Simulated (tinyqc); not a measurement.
Inside a calculation: effective mass of the conduction band from tabulated energies. Values are carried at full precision from step to step, so a last printed digit may differ when a step is redone from the rounded ones.

c = hbar^2/2m0. A uniform scatter of up to 0.3 meV has been added to mimic numerical noise.
Constants: hbar^2/2m0 = 3.80998211 eV angstrom^2.

## Finite differences

Energies along [100], from the band edge:
```
k (1/angstrom)  E (meV)
0.00000          0.0000
0.00550          1.3289
0.01100          5.6313
0.01650         13.2340
0.02200         23.1455
0.02750         36.1599
0.03300         51.5793
0.03850         69.6829
0.04400         90.0028
```

reference mass (curvature of the model at k = 0.0001 1/angstrom) = 0.07790 m0

The band is even in k. m = c k^2/E(k) from the points 1, 2, 4 (k = 0 is point 0); Richardson from points 1 and 2: c/m = [16 E(k1) - E(k2)]/(12 k1^2).

m from points 1, 2, 4 (m0): 0.08673  0.08187  0.07967

m by Richardson = 0.08848 m0

Errors against the reference: +11.33, +5.09 and +2.27 % and +13.58 %. The extrapolation does not help: a scatter of 0.3 meV is 23 % of the first energy, and the formula weights that point by 4/3.

## Least squares over all points

Fit E = a k^2 (a = sum k^2 E/sum k^4), then E = a k^2 + b k^4 from the normal equations; E in eV; m = c/a.

sums of k^4, k^6, k^8: 8.0269e-06  1.2372e-08  2.0669e-11

sums of k^2 E, k^4 E: 0.00037658  5.7877e-07

a, one term = 46.914 eV angstrom^2

a and b, two terms: 48.51  -1037

m, one and two terms (m0): 0.08121  0.07854

The parabola over all points errs by +4.3 % because the weights k^4 favour the outer points; the second term brings the error to +0.8 %.

## The non-parabolic form

E (1 + alpha E) = c k^2/m means that y = c k^2/E is a straight line in E with intercept m and slope m alpha. Fit the line by unweighted least squares over points 1 to 8, E in eV.

y (m0): 0.08673  0.08187  0.07838  0.07967  0.07968  0.08044  0.08104  0.08195

m = 0.08176 m0
alpha = -0.180 1/eV

The intercept errs by +4.95 %. The scatter of the first points, divided by small energies, tilts an unweighted line, here even to the wrong sign of alpha. The model has Eg = 1.419 eV, and for two bands alpha is near 1/Eg = 0.70 1/eV.

## Checks

- Two-term fit by normal equations against a least-squares routine: both 48.5131.

(tinyqc, `OMP_NUM_THREADS=1 python tinyqc.py 1880024 1880025 out.jsonl`, Intel(R) Xeon(R) Processor @ 2.30GHz, 1 thread, shared host, about 0.01 s.)
